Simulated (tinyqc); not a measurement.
# Resistance of a source-drain extension with a graded tip: effect of the gate overdrive

y runs along the channel, the gate covers y > 0. The doping is N0 for y < y0 and N0 10^(-(y - y0)/la) beyond, uniform over the depth xj. Sheet conductance s(y) = q mu(N) max(N - Nch, 0) xj + (for y > 0) ma Cox Vo, with mu(N) = u0 + (u1 - u0)/(1 + (N/Nr)^au) and Cox = eps0 eox/tox. Current is taken as one-dimensional; depletion of the tip, spreading and the contact are left out. The metallurgical junction lies at yj, where N = Nch.

R_spacer = integral of dy/s from -Ls to 0, R_ov from 0 to yj, R_channel = (Lg - 2 yj)/(ma Cox Vo), R_total = 2 R_spacer + 2 R_ov + R_channel. Electrical length L_eff = ma Cox dR_total/d(1/Vo); R_series = R_total - L_eff/(ma Cox Vo).

Inputs (values chosen for the exercise); mobility law close to that of electrons in silicon: relative permittivity of the gate insulator (close to silicon dioxide) eox = 3.9; insulator thickness tox = 1.2 nm; active doping of the extension far from the gate N0 = 8.3e19 cm^-3; lateral abruptness la = 4.3 nm/decade; position under the gate where the fall begins (gate edge at 0) y0 = 2.5 nm; depth of the extension xj = 23 nm; channel doping Nch = 1.1e18 cm^-3; spacer length Ls = 13 nm; mobility of the gate-induced layer ma = 160 cm^2/(V s); mobility at low doping u1 = 1414 cm^2/(V s); mobility at high doping u0 = 68.5 cm^2/(V s); reference doping Nr = 9.2e16 cm^-3; exponent au = 0.711; gate length Lg = 30 nm.

Constants: q = 1.602176634e-19 C, eps0 = 8.8541878128e-14 F/cm where lengths are in cm. Results are converted to the units shown.

The same in every row: yj (nm) = 10.57; R_spacer (ohm um) = 5.447.

Effect of the gate overdrive:

| Vo (V) | R_ov (ohm um) | R_channel (ohm um) | R_total (ohm um) | L_eff (nm) | R_series (ohm um) |
|---|---|---|---|---|---|
| 0.15 | 29.39 | 128.2 | 197.8 | 10.62 | 44.08 |
| 0.3 | 21.22 | 64.09 | 117.4 | 11.81 | 31.89 |
| 0.45 | 17.14 | 42.72 | 87.90 | 12.74 | 26.42 |
| 0.6 | 14.58 | 32.04 | 72.10 | 13.50 | 23.24 |
| 0.75 | 12.79 | 25.63 | 62.10 | 14.15 | 21.13 |
| 0.9 | 11.44 | 21.36 | 55.14 | 14.72 | 19.63 |
| 1.05 | 10.39 | 18.31 | 49.99 | 15.22 | 18.50 |
| 1.2 | 9.539 | 16.02 | 45.99 | 15.68 | 17.62 |

As Vo goes from 0.15 to 1.2, R_total falls from 198 to 46.0 ohm um, L_eff rises from 10.6 to 15.7 nm and R_series falls from 44.1 to 17.6 ohm um. Both extracted quantities depend on the overdrive at which they are taken.

tinyqc, about 0.03 s, one thread, Intel Xeon 2.30GHz (shared host): `OMP_NUM_THREADS=1 python tinyqc.py 2282195 2282196 out.jsonl`
